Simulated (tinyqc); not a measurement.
Switching kinetics of a ferroelectric film and the memory window of a ferroelectric gate stack: one step, computed by the program tinyqc.

Fields in MV/cm; 1 microcoulomb/cm^2 over eps_0 is 11.29409 MV/cm. In the stack (metal, ferroelectric, interlayer, channel) the channel is taken as a conductor.

Problem. Switched share after the pulse. Merz's law: t1 = t_inf exp[(E_a/E)^alpha] at the mean of the fields before and after switching. NLS: switched share = integral of [1 - exp(-(t/tau)^n)] F(z) dz over z = log10 tau, with the Lorentzian F = (1/pi) w/[(z - log10 t1)^2 + w^2].

Inputs (values chosen for the exercise, for a model hafnia-based film):

| quantity | value | unit |
|---|---|---|
| time constant t_inf | 1.4e-10 | s |
| activation field E_a | 5.8 | MV/cm |
| Merz exponent alpha | 1 | - |
| dimension n | 2 | - |
| half width w of log10 t | 0.92 | - |
| pulse length t_p | 0.00016 | s |
| breakdown field of the interlayer | 13 | MV/cm |

Kinetics: nucleation-limited (NLS).

E_F before switching = 3.795494 MV/cm

E_F after switching = 2.632736 MV/cm

Give: mean field; switching time t1; switched share.

Solution.

mean field = 3.214 MV/cm

switching time t1 = 8.508e-10 s

switched share = 0.9462

t_p is 190000 t1. A field higher by 10 % would shorten t1 by a factor 1.2. The step approximation 1/2 + arctan[log10(t_p/t1)/w]/pi gives 0.945. Caution: the interlayer field exceeds its breakdown field, so charge injection would change the fields.
